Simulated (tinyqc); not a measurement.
Inside a calculation. Method: RHF in the sto-3g basis, for BeH2, spin multiplicity 1. One step of it, computed by the program tinyqc.

Task: Iteration 1: building the Fock matrix. J_ij = sum D_kl (ij|kl), K_ij = sum D_kl (ik|jl); F = H + J - 0.5 K; E = tr D H + tr D J / 2 - 0.25 tr D K + E_nn.

D at the start, lower triangle:
```
            1Be 1s     1Be 2s   1Be 2px    1Be 2py    1Be 2pz      2H 1s     3H 1s
1Be 1s    2.146277
1Be 2s   -0.562543   2.151255
1Be 2px   0.000000   0.000000  0.000000
1Be 2py  -0.000359   0.002042  0.000000   2.145379
1Be 2pz  -0.035490   0.146696  0.000000   0.001148   0.010008
2H 1s     0.012864  -0.017874  0.000000  -0.111708  -0.001260   0.005997
3H 1s     0.011880  -0.012885  0.000000   0.106661  -0.000816  -0.005412  0.005417
```

core Hamiltonian H = T + V (hartree), lower triangle:
```
            1Be 1s     1Be 2s    1Be 2px    1Be 2py    1Be 2pz      2H 1s      3H 1s
1Be 1s   -8.438302
1Be 2s   -2.080490  -2.665276
1Be 2px   0.000000   0.000000  -2.153287
1Be 2py   0.000224   0.001844   0.000000  -2.283696
1Be 2pz  -0.001067  -0.010762   0.000000   0.000071  -2.153707
2H 1s    -0.178042  -0.652558   0.000000  -0.782068  -0.045106  -1.744311
3H 1s    -0.187141  -0.672185   0.000000   0.801524  -0.045904  -0.013815  -1.757812
```

Two-electron integrals (ij|kl) in chemists' order, unique and non-zero (hartree):
```
(11|11) 2.298831    (21|11) 0.392036    (21|21) 0.079539    (22|11) 0.570988
(22|21) 0.143041    (22|22) 0.417683    (31|31) 0.014607    (32|31) 0.021888
(32|32) 0.092265    (33|11) 0.569578    (33|21) 0.143083    (33|22) 0.417589
(33|33) 0.449859    (41|41) 0.014607    (42|41) 0.021888    (42|42) 0.092265
(43|43) 0.024249    (44|11) 0.569578    (44|21) 0.143083    (44|22) 0.417589
(44|33) 0.401360    (44|44) 0.449859    (51|51) 0.014607    (52|51) 0.021888
(52|52) 0.092265    (53|53) 0.024249    (54|54) 0.024249    (55|11) 0.569578
(55|21) 0.143083    (55|22) 0.417589    (55|33) 0.401360    (55|44) 0.401360
(55|55) 0.449859    (61|11) 0.032566    (61|21) 0.006606    (61|22) 0.011998
(61|33) 0.011921    (61|41) 0.000600    (61|42) 0.001131    (61|44) 0.012156
(61|51) 0.000034    (61|52) 0.000064    (61|54) 0.000013    (61|55) 0.011922
(61|61) 0.000576    (62|11) 0.109238    (62|21) 0.027928    (62|22) 0.093170
(62|33) 0.089323    (62|41) 0.003559    (62|42) 0.024730    (62|44) 0.100731
(62|51) 0.000203    (62|52) 0.001409    (62|54) 0.000650    (62|55) 0.089360
(62|61) 0.002571    (62|62) 0.036133    (63|31) 0.002116    (63|32) 0.010855
(63|43) 0.003911    (63|53) 0.000223    (63|63) 0.002633    (64|11) 0.129736
(64|21) 0.033475    (64|22) 0.116315    (64|33) 0.109653    (64|41) 0.005584
(64|42) 0.037790    (64|44) 0.129472    (64|51) 0.000198    (64|52) 0.001534
(64|54) 0.000906    (64|55) 0.109691    (64|61) 0.003170    (64|62) 0.050330
(64|64) 0.071284    (65|11) 0.007390    (65|21) 0.001907    (65|22) 0.006625
(65|33) 0.006246    (65|41) 0.000198    (65|42) 0.001534    (65|44) 0.006929
(65|51) 0.002127    (65|52) 0.010942    (65|54) 0.003950    (65|55) 0.006693
(65|61) 0.000181    (65|62) 0.002867    (65|64) 0.003910    (65|65) 0.002856
(66|11) 0.283621    (66|21) 0.073559    (66|22) 0.275464    (66|33) 0.257535
(66|41) 0.009161    (66|42) 0.086582    (66|44) 0.310748    (66|51) 0.000522
(66|52) 0.004932    (66|54) 0.003031    (66|55) 0.257708    (66|61) 0.006808
(66|62) 0.145831    (66|64) 0.212439    (66|65) 0.012100    (66|66) 0.774606
(71|11) 0.034240    (71|21) 0.006945    (71|22) 0.012610    (71|33) 0.012530
(71|41) -0.000628   (71|42) -0.001184   (71|44) 0.012777    (71|51) 0.000035
(71|52) 0.000067    (71|54) -0.000014   (71|55) 0.012531    (71|61) 0.000551
(71|62) 0.002279    (71|64) 0.002671    (71|65) 0.000163    (71|66) 0.006019
(71|71) 0.000637    (72|11) 0.112877    (72|21) 0.028851    (72|22) 0.096035
(72|33) 0.092080    (72|41) -0.003682   (72|42) -0.025448   (72|44) 0.103809
(72|51) 0.000208    (72|52) 0.001439    (72|54) -0.000663   (72|55) 0.092118
(72|61) 0.002239    (72|62) 0.016398    (72|64) 0.019472    (72|65) 0.001300
(72|66) 0.048089    (72|71) 0.002791    (72|72) 0.038055    (73|31) 0.002209
(73|32) 0.011281    (73|43) -0.004042   (73|53) 0.000229    (73|63) 0.000822
(73|73) 0.002807    (74|11) -0.133389   (74|21) -0.034415   (74|22) -0.119374
(74|33) -0.112515   (74|41) 0.005787    (74|42) 0.038917    (74|44) -0.132921
(74|51) -0.000202   (74|52) -0.001563   (74|54) 0.000925    (74|55) -0.112555
(74|61) -0.002609   (74|62) -0.019359   (74|64) -0.022806   (74|65) -0.001517
(74|66) -0.057337   (74|71) -0.003427   (74|72) -0.052838   (74|74) 0.074643
(75|11) 0.007543    (75|21) 0.001946    (75|22) 0.006751    (75|33) 0.006363
(75|41) -0.000202   (75|42) -0.001563   (75|44) 0.007060    (75|51) 0.002220
(75|52) 0.011369    (75|54) -0.004082   (75|55) 0.006822    (75|61) 0.000158
(75|62) 0.001288    (75|64) 0.001510    (75|65) 0.000922    (75|66) 0.003815
(75|71) 0.000194    (75|72) 0.002988    (75|74) -0.004063   (75|75) 0.003037
(76|11) 0.002296    (76|21) 0.000568    (76|22) 0.001612    (76|33) 0.001598
(76|41) 7.78e-07    (76|42) 4.41e-06    (76|44) 0.001638    (76|51) 0.000010
(76|52) 0.000050    (76|54) 1.90e-07    (76|55) 0.001600    (76|61) 0.000048
(76|62) 0.000367    (76|64) 0.000461    (76|65) 0.000032    (76|66) 0.001098
(76|71) 0.000050    (76|72) 0.000375    (76|74) -0.000469   (76|75) 0.000033
(76|76) 0.000006    (77|11) 0.286990    (77|21) 0.074429    (77|22) 0.278249
(77|33) 0.259979    (77|41) -0.009372   (77|42) -0.087970   (77|44) 0.314221
(77|51) 0.000530    (77|52) 0.004975    (77|54) -0.003068   (77|55) 0.260153
(77|61) 0.005788    (77|62) 0.047042    (77|64) 0.056389    (77|65) 0.003768
(77|66) 0.143021    (77|71) 0.007246    (77|72) 0.149979    (77|74) -0.217942
(77|75) 0.012325    (77|76) 0.001098    (77|77) 0.774606
```

nuclear repulsion = 2.42775892 hartree

Give: Coulomb J; exchange K; Fock matrix F; total energy of this density.

Result:

Coulomb J (hartree), lower triangle:
```
         1Be 1s  1Be 2s  1Be 2px  1Be 2py  1Be 2pz  2H 1s  3H 1s
1Be 1s    6.889
1Be 2s    1.353   2.810
1Be 2px   0.000   0.000    2.774
1Be 2py   0.000   0.000    0.000    2.870
1Be 2pz   0.005   0.025    0.000    0.000    2.775
2H 1s     0.113   0.605    0.000    0.749    0.045  1.729
3H 1s     0.119   0.624    0.000   -0.770    0.046  0.011  1.749
```

exchange K (hartree), lower triangle:
```
         1Be 1s  1Be 2s  1Be 2px  1Be 2py  1Be 2pz   2H 1s  3H 1s
1Be 1s    4.696
1Be 2s    0.831   1.092
1Be 2px   0.000   0.000    0.255
1Be 2py   0.000   0.000    0.000    1.112
1Be 2pz   0.004   0.068    0.000    0.000    0.259
2H 1s     0.078   0.257    0.000    0.285    0.018   0.182
3H 1s     0.082   0.267    0.000   -0.295    0.019  -0.004  0.195
```

Fock matrix F (hartree), lower triangle:
```
         1Be 1s  1Be 2s  1Be 2px  1Be 2py  1Be 2pz   2H 1s   3H 1s
1Be 1s   -3.897
1Be 2s   -1.143  -0.402
1Be 2px   0.000   0.000    0.493
1Be 2py   0.000   0.002    0.000    0.030
1Be 2pz   0.002  -0.020    0.000    0.000    0.491
2H 1s    -0.104  -0.176    0.000   -0.175   -0.010  -0.106
3H 1s    -0.109  -0.181    0.000    0.179   -0.010  -0.001  -0.106
```

total energy of this density = -14.50601 hartree
